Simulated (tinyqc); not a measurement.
Capacitance of parallel on-chip lines from Laplace's equation on a mesh: two steps of the calculation.

Cross-section of an endless row of equal lines between two grounded planes; neighbours are driven in antiphase (+1 V and -1 V), so the plane midway between two lines is at 0 V. By symmetry one quarter is solved: x runs from the centre of a line (column 0, mirror) to that midplane (column 4, 0 V), y from the mid-height of the line (row 0, mirror) to the ground plane (row 4, 0 V). The line fills columns 0 to 2 and rows 0 to 1 at 1 V. Cells beside the line (below row 1) have e2, cells above have e1. Each link between nodes has the conductance g = mean permittivity of the two cells beside it (a cell beyond a mirror counts as 0), and the free nodes obey sum g (V_neighbour - V) = 0.

Parameters, values chosen for the exercise:
- e1 = 2.4 (relative permittivity above and below the lines)
- e2 = 2 (relative permittivity between the lines)
- om = 1.4 (over-relaxation factor)

Constants: eps0 = 8.8541878128e-12 F/m. Results are converted to the units shown.

Task 1. Relaxation sweep. One sweep visits the free nodes row by row from row 0, left to right, and replaces V by V + om (weighted mean of the neighbours - V), using new values at once.

V after sweep 1 (V):
```
           col 0      col 1      col 2      col 3      col 4
row 0  1.0000000  1.0000000  1.0000000  0.3500000  0.0000000
row 1  1.0000000  1.0000000  1.0000000  0.4613636  0.0000000
row 2  0.3500000  0.4725000  0.5153750  0.3418585  0.0000000
row 3  0.1225000  0.2082500  0.2532687  0.2082945  0.0000000
row 4  0.0000000  0.0000000  0.0000000  0.0000000  0.0000000
```

gx:
```
       col 0  col 1  col 2  col 3
row 0      1      1      1      1
row 1    2.2    2.2    2.2    2.2
row 2    2.4    2.4    2.4    2.4
row 3    2.4    2.4    2.4    2.4
row 4    1.2    1.2    1.2    1.2
```

gy:
```
       col 0  col 1  col 2  col 3  col 4
row 0      1      2      2      2      1
row 1    1.2    2.4    2.4    2.4    1.2
row 2    1.2    2.4    2.4    2.4    1.2
row 3    1.2    2.4    2.4    2.4    1.2
```

Find: V after sweep 2.

Result 1.

V after sweep 2 (V):
```
        col 0   col 1   col 2   col 3   col 4
row 0  1.0000  1.0000  1.0000  0.5330  0.0000
row 1  1.0000  1.0000  1.0000  0.4656  0.0000
row 2  0.5836  0.6185  0.5686  0.2981  0.0000
row 3  0.3010  0.3272  0.2851  0.1208  0.0000
row 4  0.0000  0.0000  0.0000  0.0000  0.0000
```

Task 2. Capacitance per length. C = 4 eps0 sum g (difference of V)^2 over all links (twice the energy of the four quarters, line at 1 V). Plate estimate without fringing: eps0 [2 e1 w/hd + 2 e2 t/(s/2)], w = 4 hx, t = 2 hx, s/2 = 2 hx, hd = 3 hx.

converged V (V):
```
           col 0      col 1      col 2      col 3      col 4
row 0  1.0000000  1.0000000  1.0000000  0.4648735  0.0000000
row 1  1.0000000  1.0000000  1.0000000  0.4297470  0.0000000
row 2  0.6315424  0.6122657  0.5300152  0.2716777  0.0000000
row 3  0.3016383  0.2875053  0.2361173  0.1269488  0.0000000
row 4  0.0000000  0.0000000  0.0000000  0.0000000  0.0000000
```

gx:
```
       col 0  col 1  col 2  col 3
row 0      1      1      1      1
row 1    2.2    2.2    2.2    2.2
row 2    2.4    2.4    2.4    2.4
row 3    2.4    2.4    2.4    2.4
row 4    1.2    1.2    1.2    1.2
```

gy:
```
       col 0  col 1  col 2  col 3  col 4
row 0      1      2      2      2      1
row 1    1.2    2.4    2.4    2.4    1.2
row 2    1.2    2.4    2.4    2.4    1.2
row 3    1.2    2.4    2.4    2.4    1.2
```

Wanted: C; plate estimate.

Result 2.

C = 152.0 aF/um
plate estimate = 92.08 aF/um

Numbers from tinyqc (`OMP_NUM_THREADS=1 python tinyqc.py 2790171 2790172 out.jsonl`; about 1 s on one thread of a shared Intel Xeon 2.30GHz).
